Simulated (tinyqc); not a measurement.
# Dose and depth of a threshold implant

Inverse problem. A sheet of D acceptors per cm^2 lies at depth xi inside the depleted layer of a body doped Na. In the depletion approximation VT = Vfb + f2 + q D/Cox + gamma sqrt(f2 + Vsb - q D xi/(eps0 eps_r)), gamma = sqrt(2 eps0 eps_r q Na)/Cox, Cox = eps0 eox/tox. Find gamma, D and xi.

Parameters, values chosen for the exercise; band and dielectric values close to those of silicon:
- eps_r = 11.6 (relative permittivity)
- Na = 7.5e16 cm^-3 (acceptor density deep in the body)
- eox = 7.34 (relative permittivity of the gate insulator (close to silicon nitride))
- tox = 3.6 nm (insulator thickness)
- Vfb = -0.65 V (flat-band voltage)
- f2 = 0.664 V (band bending 2 phiF at threshold)

Constants: q = 1.602176634e-19 C, eps0 = 8.8541878128e-14 F/cm where lengths are in cm. Results are converted to the units shown.

VT against the source at Vsb = 0 and 2.7 V (V): [0.12171545, 0.21747110]

Answer. With y^2 = f2 - q D xi/(eps0 eps_r) and d the difference of the thresholds over gamma, sqrt(y^2 + Vsb) - y = d gives y = (Vsb - d^2)/(2 d). The first threshold then gives D, and y^2 gives xi.

gamma = 0.08703 V^0.5
D = 5.500e11 cm^-2
xi = 24.00 nm

Numbers from tinyqc (`OMP_NUM_THREADS=1 python tinyqc.py 2080007 2080008 out.jsonl`; about 0.4 s on one thread of a shared Intel Xeon 2.30GHz).
